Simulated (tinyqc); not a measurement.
From results back to parameters: special k points of the simple cubic lattice. Four cases, with inputs chosen for the exercise.

Problem. E(k) = -sqrt(D^2 + (e0 - t A_1(k))^2) with A_1 = 6 at Gamma and A_1 = 2 at b1/2; t > 0 and D > 0 are hidden.

Case 1.

Values chosen: e0 = 0.6 eV (offset).
E at Gamma = -1.962065 eV
E at b1/2 = -1.196035 eV

Case 2.

Values chosen: e0 = 0.84 eV (offset).
E at Gamma = -1.913139 eV
E at b1/2 = -1.498566 eV

Case 3.

Values chosen: e0 = 2.9 eV (offset).
E at Gamma = -3.200250 eV
E at b1/2 = -1.358823 eV

Case 4.

Values chosen: e0 = 1.15 eV (offset).
E at Gamma = -4.002624 eV
E at b1/2 = -2.796462 eV

Find: t; D.

Solution. The difference of the squares is 32 t^2 - 8 e0 t; it is positive, so the quadratic has one positive root t; D^2 follows from either energy.

Case 1.

t = 0.360 eV
D = 1.190 eV

Case 2.

t = 0.340 eV
D = 1.490 eV

Case 3.

t = 0.990 eV
D = 1.000 eV

Case 4.

t = 0.670 eV
D = 2.790 eV

Computed by tinyqc, one run a case: `OMP_NUM_THREADS=1 python tinyqc.py N N+1 out.jsonl` with N = 1682207, 1682395, 1682413, 1682664; one thread of a shared Intel(R) Xeon(R) Processor @ 2.30GHz, about 0.2 s a run at most.
